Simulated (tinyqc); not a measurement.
Worked calculation: hydrogen passivation of interface dangling bonds: competing passivation and dissociation with distributed barriers. Computed by tinyqc, a small Python program that keeps every step. Command: `OMP_NUM_THREADS=1 python tinyqc.py 3002155 3002156 out.jsonl passiv walk`. One thread of a shared host (Intel(R) Xeon(R) Processor @ 2.30GHz), about 0.02 s of CPU time with the checks. Intermediate numbers are printed to about 6 digits and carried at full precision; extremes and crossings named in words are read from the listed rows.

P_b + H2 gives P_bH + H at the rate k_f [H2]; P_bH gives P_b + H at the rate k_d. All defects start unpassivated. E_f and E_d are Gaussian and independent.

Inputs (values chosen for the exercise, close to those used for P_b centres at the silicon-oxide interface):
```
quantity                                      value          unit
defect density N0                           9.7e+11        1/cm^2
passivation prefactor k_f0                    5e-08        cm^3/s
mean passivation barrier E_f                   1.57            eV
spread sigma_f                                0.042            eV
dissociation prefactor k_d0                 7.9e+12           1/s
mean dissociation barrier E_d                  2.58            eV
spread sigma_d                                0.087            eV
H2 in the oxide per atm, solubility factor  4.9e+17  1/(cm^3 atm)
hydrogen pressure p                               1           atm
anneal temperature T                            225             C
anneal time t                                    92             s
oxide thickness                                 1.6            nm
```

Constants: k_B = 8.617333262e-05 eV/K; e = 1.602176634e-19 C; eps_0 = 8.8541878128e-12 F/m.

## Single barriers

[H2] = solubility factor x p; a = k_f0 [H2] exp(-E_f/(k_B T)), d = k_d0 exp(-E_d/(k_B T)). For one pair of barriers the active share is y = [d + a exp(-(a + d) t)]/(a + d). Temperatures in kelvin are T(C) + 273.15.

passivation rate a = 3.20253e-06 1/s

dissociation rate d = 6.24877e-14 1/s

a t = 2.94633e-04

steady active share d/(a + d) = 1.95120e-08

active share, single barriers = 0.999705

The anneal is too short or cold to finish.

## Distributed barriers

Average y over both Gaussians with 40 x 40 Gauss-Hermite points. Active density N0 y; threshold shift if each active defect holds one charge, e N0 y t_ox/(3.9 eps_0).

active share y = 0.999525

active density = 9.69539e+11 1/cm^2

threshold shift = 71.9751 mV

The spread changes the remainder by a factor 1.000: sigma_f/(k_B T) = 0.98 and sigma_d/(k_B T) = 2.03.

## Best anneal temperature for this time and pressure

Minimise the averaged y over T between 150 and 900 C: find where ln y is equal at T - 0.05 and T + 0.05 C; T is rounded to 0.1 C.

best temperature = 466.9 C

least active share = 1.47382e-04

Caution: a least active share below 1e-3 is a property of the model; measured passivation levels off well above it. Caution: atomic hydrogen, which both passivates and depassivates, and further passivation during cooling are left out.

## Isochronal anneals

The formulas are those given above.

Active share after the time t:
```
T (C)      a (1/s)      d (1/s)  single barriers  distributed
200    4.63705e-07  2.61001e-15      9.99957e-01  9.99927e-01
250    1.83879e-05  1.10442e-12      9.98310e-01  9.97397e-01
300    3.83675e-04  1.62694e-10      9.65318e-01  9.51801e-01
350    4.91653e-03  1.07562e-08      6.36150e-01  6.00296e-01
400    4.31320e-02  3.81535e-07      1.89165e-02  6.71575e-02
450    2.80233e-01  8.26203e-06      2.94818e-05  3.35362e-04
500    1.42929e+00  1.20198e-04      8.40891e-05  2.40167e-04
600    2.12424e+01  1.01390e-02      4.77072e-04  1.08235e-03
700    1.81302e+02  3.43753e-01      1.89243e-03  3.63273e-03
800    1.03767e+03  6.04377e+00      5.79067e-03  9.77273e-03
```

The distributed share is least at 500 C among these rows, 2.4e-4, and the search puts the optimum at 466.9 C. On the cold side defects with high E_f survive; on the hot side dissociation, with the larger barrier, gains on passivation with an energy E_d - E_f = 1.01 eV. In that row single barriers give 8.4e-5, so the spread raises the floor. Caution: shares below about 1e-3 in these rows are formal; measured passivation levels off well above them.

Checks made by the program: Gauss-Hermite average against a fine uniform grid (relative difference below 1e-10).
